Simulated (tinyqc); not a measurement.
Equilibrium crystal shape, supported particles, Gibbs-Thomson effect and coarsening: one step, computed by the program tinyqc. Command: `OMP_NUM_THREADS=1 python tinyqc.py 3000393 3000394 out.jsonl wulff walk`. One thread of a shared host (Intel(R) Xeon(R) Processor @ 2.30GHz), about 0.06 s of CPU time with the checks.

A cubic crystal bounded by {100}, {110} and {111} facets only.

Problem. The particle on a substrate. Winterbottom: the particle sits on its largest facet family, {111}, with energy gamma_f; the substrate plane cuts the shape at the distance lambda (gamma_f - W_a) below the centre. Height over that of the free particle at the same lambda = (2 gamma_f - W_a)/(2 gamma_f). An isotropic particle with gamma_mean has cos(theta) = W_a/gamma_mean - 1 (Young-Dupre); a film dewets into particles whenever W_a < 2 gamma.

Inputs (values chosen for the exercise, for a model cubic crystal): work of adhesion W_a = 0.26 J/m^2.

gamma (J/m^2): (100) 1.52, (110) 1.34, (111) 1.20

gamma_mean = 1.276025 J/m^2

Give: relative height; contact angle theta.

Solution.

relative height = 0.8917

contact angle theta = 142.8 degrees

W_a is below gamma_f: more than half of the shape shows.
